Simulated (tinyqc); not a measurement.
MOSFET in saturation, small-signal circuit and noise: from weak to strong inversion.

Bias by the inversion coefficient IC = I/Ispec (charge-based model with velocity saturation; weak inversion below 0.1, strong above 10). Common-source circuit: gm, gds, Cgs, Cgd and Cj at the inner nodes, Rg in series with the gate; quasi-static, no source or drain resistance, no gate-body capacitance, no substrate network, no induced gate noise, so fmax is an upper estimate.

Ispec = 2 n mu Cox (W/L) Vt^2, lc = Ls/L, gms = [sqrt((lc IC + 1)^2 + 4 IC) - 1]/[2 + lc (lc IC + 1)], gm = gms Ispec/(n Vt), gds = sg gm. qs = [sqrt(1 + 4 IC) - 1]/2, Cgs = Cox W L qs (2 qs + 3)/(3 (qs + 1)^2) + Cov W, Cgd = Cov W, Cd = Cj W, Rg = Rsh (Wf/L)/(12 Nf) + Rc/W with Nf = W/Wf fingers (not rounded) contacted at both ends. fT = gm/(2 pi (Cgs + Cgd)), fmax = fT/(2 sqrt(Rg (gds + 2 pi fT Cgd))). The last column is the figure of merit (gm/I) fT.

Values chosen for this exercise:
```
symbol  value        unit                                  meaning
T         300           K                              temperature
L          28          nm                              gate length
W           5          um                         total gate width
Cox      1.68     uF/cm^2                         gate capacitance
mu        360  cm^2/(V s)                                 mobility
n        1.29                                         slope factor
Ls         10          nm               velocity-saturation length
sg       0.11                                         ratio gds/gm
Cov      0.24       fF/um  overlap and fringe capacitance per side
Cj       0.46       fF/um               drain junction capacitance
Rsh         8         ohm             sheet resistance of the gate
Wf          2          um                             finger width
Rc        300      ohm um     gate contact and vertical resistance
```

Constants: q = 1.602176634e-19 C, kB = 1.380649e-23 J/K, Vt = kB T/q. Results are converted to the units shown.

From weak to strong inversion:
```
IC	I (uA)	gm/I (1/V)	fT (GHz)	fmax (GHz)	(gm/I) fT (THz/V)
0.01	1.8622	29.632	3.6247	35.272	0.10741
0.03	5.5867	28.970	10.446	59.780	0.30261
0.1	18.622	27.020	30.898	102.33	0.83486
0.3	55.867	23.262	73.138	156.09	1.7013
1	186.22	17.101	159.18	227.34	2.7221
3	558.67	11.077	283.03	300.02	3.1350
10	1862.2	5.6161	450.00	375.45	2.5272
30	5586.7	2.4308	566.45	419.56	1.3769
100	18622	0.80972	617.52	437.02	0.50002
```

The efficiency gm/I falls from 29.6 to 0.810 1/V while fT rises from 3.62 to 618 GHz; fT goes as IC^(0.96) at the start and IC^(0.07) at the end (1/2 for a long channel, 0 at full velocity saturation, which sets in near IC = 1/lc^2 = 7.84). Their product goes from 0.107 through a maximum of 3.14 (at IC = 3 among the rows listed) to 0.500 THz/V. For IC = 0.01 to 0.03 fmax exceeds 4 fT, where channel resistance and substrate losses, left out here, would cap it. At IC = 100 the current passes 1.5 mA/um, where series resistance and heating matter.

Computed by the program tinyqc: `OMP_NUM_THREADS=1 python tinyqc.py 2150138 2150139 out.jsonl`, one thread of a shared Intel Xeon 2.30GHz, about 0.01 s for the whole run.
